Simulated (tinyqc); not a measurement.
# Resistive memory cell, filament-gap model with Joule heating: several studies

A tunnelling gap g separates the tip of a filament from the electrode. I = I0 exp(-g/g0) sinh(Vd/V0), with Vd = V - I Rs on the device; T = T0 + Rth Vd I at once; the gap closes as dg/dt = -nu exp(-q Ea/(kB T)) sinh(al q Vd/(kB T)). All constants are fitting values of a compact model.

Parameters, values chosen for the exercise: ambient temperature T0 = 300 K; current scale I0 = 0.67 mA; tunnelling length g0 = 0.34 nm; voltage scale V0 = 0.45 V; attempt velocity nu = 100 m/s; activation energy Ea = 0.9 eV; barrier lowering per volt on the device al = 0.53; thermal resistance Rth = 53000 K/W; series resistance Rs = 500 ohm; gap at the start gi = 1.7 nm; gap that counts as set gf = 0.3 nm; pulse voltage V = 1.34 V.

Constants: q = 1.602176634e-19 C, kB = 1.380649e-23 J/K. Results are converted to the units shown.

Each table varies one quantity; the others keep the values above.

## The course of a set pulse

For each gap Vd is solved self-consistently; the time to reach g is the integral of dg/|dg/dt| from g to gi.

The course of a set pulse:
```
g (nm),Vd (V),I (uA),T (K),-dg/dt (nm/ns),time (ns)
1.5,1.303,73.37,305.1,0.01747,9.967
1.3,1.278,124.8,308.4,0.01142,24.00
1.1,1.237,205.3,313.5,0.005926,48.22
0.9,1.178,323.7,320.2,0.002299,103.0
0.7,1.097,485.8,328.2,6.433e-4,274.1
0.5,0.9939,692.3,336.5,1.283e-4,1027
0.3,0.8704,939.1,343.3,1.818e-5,5731
```

As the gap closes from 1.5 to 0.3 nm, the current rises from 73.4 to 939 uA, Vd falls from 1.30 to 0.870 V, T rises from 305 to 343 K and the rate falls from 0.0175 to 1.82e-5 nm/ns. The series resistance takes voltage from the cell faster than heating helps, so the set limits itself. The first row takes 0.17 % of the whole time.

## Effect of the activation energy on the set time

Same model as above.

The set time is the integral of dg/|dg/dt| from gf to gi, with Vd solved for each gap; the second column repeats it with Rth = 0.

Effect of the activation energy on the set time:
```
Ea (eV),set time (s),without heating (s),higher T of the two ends (K),I at gf (uA)
0.75,3.389e-8,1.108e-7,343.3,939.1
0.82,3.711e-7,1.661e-6,343.3,939.1
0.88,2.891e-6,1.692e-5,343.3,939.1
0.95,3.174e-5,2.537e-4,343.3,939.1
1.02,3.492e-4,0.003805,343.3,939.1
1.08,0.002732,0.03875,343.3,939.1
1.15,0.03018,0.5811,343.3,939.1
```

As Ea goes from 0.75 to 1.15 eV, the set time rises from 3.39e-8 to 0.0302 s, a span of 5.9 decades; heating shortens it by a factor of 3.27 in the first row and 19.3 in the last. At Ea = 0.75 eV the field nearly removes the barrier, so the activated law fails.

## Effect of the ambient temperature on the set time

Same model as above.

Effect of the ambient temperature on the set time:
```
T0 (K),set time (s),without heating (s),higher T of the two ends (K),I at gf (uA)
250,6.167e-5,8.982e-4,293.3,939.1
280,1.352e-5,1.144e-4,323.3,939.1
310,3.876e-6,2.199e-5,353.3,939.1
340,1.363e-6,5.714e-6,383.3,939.1
370,5.618e-7,1.865e-6,413.3,939.1
400,2.628e-7,7.258e-7,443.3,939.1
430,1.362e-7,3.245e-7,473.3,939.1
```

What does the table show?

As T0 goes from 250 to 430 K, the set time falls from 6.17e-5 to 1.36e-7 s, a span of 2.7 decades; heating shortens it by a factor of 14.6 in the first row and 2.38 in the last.

Numbers from tinyqc (`OMP_NUM_THREADS=1 python tinyqc.py 2880128 2880129 out.jsonl`; about 0.1 s on one thread of a shared Intel Xeon 2.30GHz).
